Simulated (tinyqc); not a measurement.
The C-V curve with and without traps: MOS capacitor with interface traps: C-V stretch-out, conductance peak and subthreshold swing. Computed by tinyqc, a small Python program. Command: `OMP_NUM_THREADS=1 python tinyqc.py 3002359 3002360 out.jsonl mostraps walk`. One thread of a shared host (Intel(R) Xeon(R) Processor @ 2.30GHz), about 0.01 s of CPU time with the checks.

Energies at the interface are counted from the valence band. psi > 0 means bending towards depletion, so the surface potential is -psi. Boltzmann statistics, full ionisation, no quantum confinement. Traps are neutral when filled up to E_n, with a sharp (zero-temperature) occupation.

Inputs (values chosen for the exercise, for a model semiconductor):

| quantity | value | unit |
|---|---|---|
| gap E_g | 3.55 | eV |
| electron mass m_e | 0.435 | m_0 |
| valleys M_c | 3 | - |
| hole mass m_h | 2.42 | m_0 |
| dielectric constant eps_s | 8.85 | - |
| doping N | 1.9e+15 | cm^-3 |
| insulator constant eps_ox | 7.13 | - |
| insulator thickness t_ox | 22 | nm |
| work-function difference phi_ms | 0.65 | V |
| fixed charge N_f | -1.7e+11 | cm^-2 |
| trap density D_0 | 1.7e+12 | cm^-2 eV^-1 |
| neutrality level E_n | 1.22 | eV |
| temperature T | 350 | K |
| edge density D_1 | 9.3e+13 | cm^-2 eV^-1 |
| tail width w | 0.06 | eV |

Substrate: n-type. Trap spectrum: U-shaped.

Constants: m_0 = 9.1093837015e-31 kg; k_B = 1.380649e-23 J/K; h = 6.62607015e-34 J s; k_B = 8.617333262e-05 eV/K; eps_0 = 8.8541878128e-12 F/m; e = 1.602176634e-19 C.

Method:
- N_c = 2 M_c (2 pi m_e k_B T/h^2)^(3/2) and N_v = 2 (2 pi m_h k_B T/h^2)^(3/2), masses in units of m_0.
- n_i = sqrt(N_c N_v) exp(-E_g/2 k_B T); E_F = E_g - k_B T ln(N_c/N); phi_B = (k_B T/e) ln(N/n_i); L_D = sqrt(eps_s eps_0 k_B T/(e^2 N)); C_ox = eps_ox eps_0/t_ox.
- With u = psi/k_B T and r = (n_i/N)^2: F = sqrt(exp(-u) + u - 1 + r (exp(u) - u - 1)); Q_s = +sign(u) sqrt(2) eps_s eps_0 (k_B T/e) F/L_D; C_s = (eps_s eps_0/(sqrt(2) L_D)) |1 - exp(-u) + r (exp(u) - 1)|/F; at high frequency, below strong inversion, the terms in r are dropped.
- D(E) = D_0 + D_1 [exp(-E/w) + exp(-(E_g - E)/w)].
- E_F at the interface is E_s = E_F - psi; Q_it = -e int from E_n to E_s of D(E) dE; C_it = e D(E_s) (per volt); V_G = phi_ms - psi - (Q_s + Q_it + e N_f)/C_ox.
- C/C_ox = 1/(1 + C_ox/(C_s + C_it)) at low frequency; without traps C_it = Q_it = 0; the high-frequency column uses C_s(HF) alone.

k_B T = 0.0301607 eV

phi_B = 1.46412 V

n_i = 1.57183e-06 cm^-3

Debye length L_D = 88.1119 nm

bulk E_F = 3.26137 eV

C_ox = 0.286956 microF/cm^2

Along the curve:

| psi (V) | E_s (eV) | V_G (V) | V_G, no traps (V) | C_LF/C_ox | C_LF/C_ox, no traps | C_HF/C_ox | D (cm^-2 eV^-1) |
|---|---|---|---|---|---|---|---|
| -0.0754 | 3.3368 | 2.9576 | 0.85927 | 0.76562 | 0.45404 | 0.45404 | 4.3612e+12 |
| 0.0151 | 3.2463 | 2.6685 | 0.72550 | 0.60662 | 0.20894 | 0.20894 | 2.2889e+12 |
| 0.2400 | 3.0214 | 2.1803 | 0.47005 | 0.50980 | 0.07668 | 0.07668 | 1.7139e+12 |
| 0.4670 | 2.7944 | 1.7220 | 0.22761 | 0.50173 | 0.05445 | 0.05445 | 1.7003e+12 |
| 0.6930 | 2.5684 | 1.2698 | -0.01005 | 0.49898 | 0.04466 | 0.04466 | 1.7000e+12 |
| 0.9200 | 2.3414 | 0.8175 | -0.24688 | 0.49736 | 0.03878 | 0.03878 | 1.7000e+12 |
| 1.1500 | 2.1114 | 0.3604 | -0.48563 | 0.49626 | 0.03472 | 0.03472 | 1.7000e+12 |
| 1.3700 | 1.8914 | -0.0759 | -0.71319 | 0.49547 | 0.03183 | 0.03183 | 1.7000e+12 |
| 1.6000 | 1.6614 | -0.5315 | -0.95045 | 0.49483 | 0.02948 | 0.02948 | 1.7000e+12 |

The same range of bending takes 3.489 V with traps and 1.810 V without: a stretch-out of 92.8 %. The minimum of C_LF/C_ox among these rows rises from 0.029 to 0.495. Fixed charge shifts both curves rigidly by +0.095 V, while the shift from trap charge keeps one sign here and varies with the bending. Caution: with a gap of more than 50 k_B T deep traps and minority carriers reach equilibrium slowly or not at all, so this curve is a limit for very slow sweeps.

Extremes, crossings and ranges named in words are read from the listed rows.
